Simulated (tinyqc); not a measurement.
Capacitances against the line height.

Endless row of lines of width wl, height tl and space sl between grounded planes at distance hd; e2 fills the gaps beside the lines, e1 the rest. Laplace's equation is solved on meshes of 3, 6 and 12 steps per unit u and extrapolated (Aitken), which is good to about 0.2 %. C_even (all lines at 1 V) is the capacitance Cg to the planes; C_odd (neighbours in antiphase) = Cg + 4 Cc if only nearest neighbours couple, which defines Cc; total with quiet neighbours Cg + 2 Cc. Plate values 2 eps0 e1 wl/hd and eps0 e2 tl/sl.

Parameters, values chosen for the exercise: relative permittivity above and below the lines e1 = 4.2; relative permittivity between the lines e2 = 2.4; line width, in units u wl = 4 u; space between lines sl = 4 u; distance to each plane hd = 4 u.

Constants: eps0 = 8.8541878128e-12 F/m. Results are converted to the units shown.

The same in every row: plate Cg (aF/um) = 74.4.

Capacitances against the line height:
columns A: tl (u); B: Cg (aF/um); C: Cc (aF/um); D: Cg + 2 Cc (aF/um); E: C_odd (aF/um); F: plate Cc (aF/um); G: share of coupling, 2 Cc/(Cg + 2 Cc) (%)
```
A     B     C    D    E     F     G
2   131  19.6  170  210  10.6  23.0
4   133  29.8  193  252  21.3  30.9
6   134  40.3  214  295  31.9  37.6
8   134  50.9  235  337  42.5  43.2
12  134  72.2  278  422  63.8  51.9
16  134  93.4  320  507  85.0  58.3
```

As tl goes from 2 to 16, Cg rises from 131 to 134 aF/um, Cc rises from 19.6 to 93.4 aF/um and the share of coupling rises from 23.0 to 58.3 %. Cg is 1.76 times its plate value in the first row and 1.80 times in the last; for Cc the ratios are 1.84 and 1.10. Neighbours in antiphase raise the load by a factor of 1.23 and 1.58 over quiet ones.

Program tinyqc, `OMP_NUM_THREADS=1 python tinyqc.py 2790231 2790232 out.jsonl`; Intel Xeon 2.30GHz, shared host, one thread, about 0.5 s.
